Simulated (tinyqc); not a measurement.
From a target to a composition: alloy A(1-x)B(x) by interpolation with bowing. Three cases, with inputs chosen for the exercise.

Problem. An alloy A(1-x)B(x) has the gap E(x) = (1 - x) E_A + x E_B - C1 x (1 - x) at Gamma, C1 the first entry of C. Which x puts hc/E at the given wavelength, and what is the mismatch (a_sub - a(x))/a(x) to a substrate of A, with Vegard for a(x)?

Constants: hc = 1239.841984 eV nm.

Find: target gap; x; mismatch.

Method. Solve C1 x^2 + (E_B - E_A - C1) x + E_A - hc/wavelength = 0; the gap is monotonic in x because |E_B - E_A| > C1, so one root lies between 0 and 1. Whether Gamma is the lowest valley there, and whether such a mismatch can be grown coherently, are separate questions.

Case 1.

Values chosen (out of a larger set: A near Ge, B near Si; not measured data): a = (5.664, 5.434) angstrom (lattice constant of A, B); Eg = (0.89, 4.166) eV (gap at Gamma to the s-like level of A, B); C = (0.215, 0.235, 0) eV (bowing of the Gamma, X and L gaps).

wavelength = 399.376 nm

Solution.

target gap = 3.1045 eV
x = 0.690
mismatch = 2.883 %

Case 2.

Values chosen (out of a larger set: A near Ge, B near Si; not measured data): a = (5.658, 5.429) angstrom (lattice constant of A, B); Eg = (0.899, 4.21) eV (gap at Gamma to the s-like level of A, B); C = (0.205, 0.226, 0) eV (bowing of the Gamma, X and L gaps).

wavelength = 720.663 nm

Solution.

target gap = 1.7204 eV
x = 0.260
mismatch = 1.064 %

Case 3.

Values chosen (out of a larger set: A near InAs, B near GaAs; not measured data): a = (6.05, 5.659) angstrom (lattice constant of A, B); Eg = (0.419, 1.521) eV (gap at Gamma to the s-like level of A, B); C = (0.6, 1.428, 0.371) eV (bowing of the Gamma, X and L gaps).

wavelength = 1780.359 nm

Solution.

target gap = 0.6964 eV
x = 0.380
mismatch = 2.518 %

Computed by tinyqc, one run a case: `OMP_NUM_THREADS=1 python tinyqc.py N N+1 out.jsonl` with N = 1050117, 1050134, 1050136; one thread of a shared Intel(R) Xeon(R) Processor @ 2.30GHz, about 0.01 s a run at most.
